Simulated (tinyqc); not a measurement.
From results back to parameters: strained quantum well: band edges, subbands and transparency. Three cases, with inputs chosen for the exercise.

Problem. In a thick strained layer the gaps to heavy and light holes are Ec - E_HH and Ec - E_LH. They were computed from hidden e and Eg.

Growth on (001), barriers unstrained: tr(e) = e (2 - nu2), Z = b e (1 + nu2); Ec = Ev + Eg + ac tr(e), E_HH = Ev + av tr(e) + Z, E_LH = Ev + av tr(e) - Z (coupling to the split-off band left out).

Find: Z; e; Eg.

Method. Half of (Ec - E_LH) - (Ec - E_HH) is Z, which gives e; the mean is Eg + (ac - av) tr(e).

Case 1.

Values chosen (near those of an InGaAs/AlGaAs well; not measured data): nu2 = 0.94 (2 C12/C11); ac = -6.94 eV; av = 1.14 eV (Ev moves by av tr(e)); b = -1.98 eV (shear potential).

Ec - E_HH, Ec - E_LH (eV): 1.29584  1.35577

Solution.

Z = 0.0300 eV
e = -0.0078
Eg = 1.259 eV

Case 2.

Values chosen (near those of a GaAsP/AlGaAs well; not measured data): nu2 = 0.924 (2 C12/C11); ac = -7.23 eV; av = 1.19 eV (Ev moves by av tr(e)); b = -1.98 eV (shear potential).

Ec - E_HH, Ec - E_LH (eV): 1.48697  1.47097

Solution.

Z = -0.0080 eV
e = 0.0021
Eg = 1.498 eV

Case 3.

Values chosen (near those of an InGaAs/InP well; not measured data): nu2 = 0.991 (2 C12/C11); ac = -6.15 eV; av = 1.08 eV (Ev moves by av tr(e)); b = -1.9 eV (shear potential).

Ec - E_HH, Ec - E_LH (eV): 0.75676  0.73255

Solution.

Z = -0.0121 eV
e = 0.0032
Eg = 0.768 eV

Computed by tinyqc, one run a case: `OMP_NUM_THREADS=1 python tinyqc.py N N+1 out.jsonl` with N = 1252006, 1252179, 1252214; one thread of a shared Intel(R) Xeon(R) Processor @ 2.30GHz, about 0.01 s a run at most.
